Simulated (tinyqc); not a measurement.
# Changing the incident fluence

Model: millisecond and nanosecond annealing: surface heating, thermal budget and solid-phase regrowth. Computed by tinyqc, a small Python program. Command: `OMP_NUM_THREADS=1 python tinyqc.py 3019110 3019111 out.jsonl flash sweep`. One thread of a shared host (Intel(R) Xeon(R) Processor @ 2.30GHz), about 0.03 s of CPU time with the checks.

A square pulse heats the surface of a thick wafer with constant thermal properties; losses by radiation are neglected and silicon melts at 1414 C.

Inputs (values chosen for the exercise, modelled on hot silicon with phosphorus):
```
quantity                      value        unit
pulse length t_p             0.0073           s
reflectance R                  0.31           -
thermal conductivity k         0.28    W/(cm K)
heat capacity per volume c     2.19  J/(cm^3 K)
preheat temperature T0          700           C
wafer thickness d               775          um
dopant prefactor D0            5.34      cm^2/s
dopant activation energy E     3.69          eV
regrowth prefactor v0       4.1e+08        cm/s
regrowth energy E_v             2.7          eV
amorphous layer                 5.5          nm
```

Source: flash lamp.

Constants: k_B = 8.617333262e-05 eV/K.

Method:
- Absorbed flux q = (1 - R) fluence/t_p; kappa = k/c. With f(z, t) = (2 q/k) sqrt(kappa t) ierfc(z/(2 sqrt(kappa t))), ierfc(x) = exp(-x^2)/sqrt(pi) - x erfc(x): T = T0 + f(z, t) during the pulse and T0 + f(z, t) - f(z, t - t_p) after it.
- At the surface the rise at the end of the pulse is 2 q sqrt(t_p/(pi k c)); the fluence that just melts the surface scales with (1414 - T0).
- Temperatures in kelvin are T(C) + 273.15.
- Integrate exp(-E/(k_B T(t))) at the surface from 0 to 10 t_p (Gauss-Legendre, 60 points in sqrt(t) up to t_p and 60 in sqrt(t - t_p) after it). (Dt) = D0 x integral with E; regrowth = v0 x integral with E_v; effective time = integral/exp(-E/(k_B T_peak)).

One run for each value; columns: (1) incident fluence (J/cm^2); (2) peak temperature (C); (3) diffusion length 2 sqrt(Dt) (nm); (4) possible regrowth (nm); (5) effective time over t_p:
```
(1)      (2)     (3)    (4)      (5)
33.2  1086.3  0.2698    948  0.22304
36.8  1128.2  0.4210   1768  0.21172
40.4  1170.1  0.6423   3212  0.20304
44.0  1212.0  0.9596   5684  0.19624
51.2  1295.8  2.0202  16492  0.18653
54.8  1337.7  2.8538  27101  0.18304
58.4  1379.6  3.9662  43554  0.18023
```

Give the missing row, incident fluence (J/cm^2) = 47.6.

Computed row; columns: (1) incident fluence (J/cm^2); (2) peak temperature (C); (3) diffusion length 2 sqrt(Dt) (nm); (4) possible regrowth (nm); (5) effective time over t_p:
```
(1)      (2)     (3)   (4)      (5)
47.6  1253.9  1.4053  9802  0.19085
```

Interpolating between the two neighbouring rows (linearly) misses most in possible regrowth (nm), by 13 %. Over the rows, peak temperature (C) rises from 1090 to 1380 (exponent d ln y / d ln x 0.37 between the first rows and 0.48 between the last); diffusion length 2 sqrt(Dt) (nm) rises from 0.270 to 3.97 (exponent d ln y / d ln x 4.3 between the first rows and 5.2 between the last); possible regrowth (nm) rises from 948 to 43600 (exponent d ln y / d ln x 6.1 between the first rows and 7.5 between the last). Regrowth rises by a factor 45.9 and (Dt) by 216: the process with the higher activation energy gains more from a hotter peak. Left out: 62.0 (the surface melts).

Caution (all rows): heat reaches the back of the wafer, which is no longer thick. Caution (all rows): equilibrium diffusivities are used; implant damage enhances diffusion, and k and c vary with temperature. Caution (all rows): at this preheat temperature the layer would already regrow within five seconds or less before the pulse. Caution (rows 40.4, 44.0, 47.6, 51.2, 54.8, 58.4): the peak lies above 1150 C, and amorphous silicon melts some 200 to 250 K below the crystal, so a layer that has not regrown before the peak may melt instead.

Extremes, crossings and ranges named in words are read from the listed rows.
